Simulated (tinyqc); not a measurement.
Sweeping the field: donor near an oxide interface in a gate field (two-state model).

Interface at z = 0 (hard wall), donor at z = d, field F pulling electrons to the interface: potential e F z; 1 kV/cm = 1e-5 eV/angstrom, c = hbar^2/2m0, q = e^2/(4 pi eps0), Q = (eps - eo)/(eps + eo). Donor state: E_D = e F d - ED - q Q/(4 eps d), the last term joining the images of ion and electron. Interface state: z exp(-b z/2) exp(-rho^2/(2 L^2)) with E_z = c b^2/(4 mz) + 3 e F/b + q Q b/(8 eps), minimised over b; in the plane at z = 3/b the ion (distance D = d - 3/b) and its image (D' = d + 3/b) give E_rho = c/(mt L^2) - (q/eps)(sqrt(pi)/L)[erfcx(D/L) + Q erfcx(D'/L)], erfcx(x) = exp(x^2) erfc(x), minimised over L. E_I = E_z + E_rho.

The two states couple by t = t0 exp(-D/aD) with t0 = q/(eps aD) (2 aD/L) sqrt(aD b/2) v, v a valley factor; this form is an estimate. With detuning u = E_D - E_I the splitting is sqrt(u^2 + 4 t^2) and the lower state has weight (1 - u/sqrt(u^2 + 4 t^2))/2 on the donor.

Constants: hbar^2/2m0 = 3.80998211 eV angstrom^2; e^2/(4 pi eps0) = 14.39964547 eV angstrom.

Inputs chosen for the exercise (near those of a donor in Si below SiO2, static dielectric constants; shifted at random, so the results belong to these values and not to a real crystal):

| symbol | value | unit | meaning |
|---|---|---|---|
| d | 130 | angstrom | depth of the donor |
| ED | 54.6 | meV | bulk binding energy |
| mz | 0.904 | m0 | mass across the interface |
| mt | 0.194 | m0 | mass in the plane |
| eps | 11.6 |  | dielectric constant of the semiconductor |
| eo | 3.9 |  | dielectric constant of the oxide |
| aD | 16.9 | angstrom | donor radius |
| v | 0.47 |  | valley factor |
| Fl | (61.571, 61.969, 62.128, 62.208, 62.288, 62.447, 62.845) | kV/cm | fields |

Both levels, the splitting, the donor weight and the mean depth w d + (1 - w) 3/b.

Results:

| F (kV/cm) | E_D (meV) | E_I (meV) | splitting (meV) | donor weight | mean depth (angstrom) |
|---|---|---|---|---|---|
| 61.571 | 24.256 | 24.853 | 0.602 | 0.996 | 129.6 |
| 61.969 | 24.774 | 24.998 | 0.236 | 0.974 | 127.5 |
| 62.128 | 24.980 | 25.056 | 0.107 | 0.852 | 116.0 |
| 62.208 | 25.084 | 25.085 | 0.0755 | 0.500 | 82.6 |
| 62.288 | 25.188 | 25.114 | 0.106 | 0.148 | 49.2 |
| 62.447 | 25.395 | 25.171 | 0.236 | 0.026 | 37.6 |
| 62.845 | 25.913 | 25.315 | 0.602 | 0.004 | 35.4 |

What does the comparison show, and why?

E_D rises by 1.30 and E_I by 0.36 meV per kV/cm, so they cross once, near 62.2 kV/cm, where the splitting is 2t = 0.0755 meV. The donor weight passes from 0.85 to 0.15 while the detuning goes from -2t to 2t, a window of 0.16 kV/cm or 0.26 % of the field; across the table the charge moves by 94 angstrom.

Program tinyqc; command `OMP_NUM_THREADS=1 python tinyqc.py 1250220 1250221 out.jsonl`; about 0.05 s on one thread of a shared Intel(R) Xeon(R) Processor @ 2.30GHz.
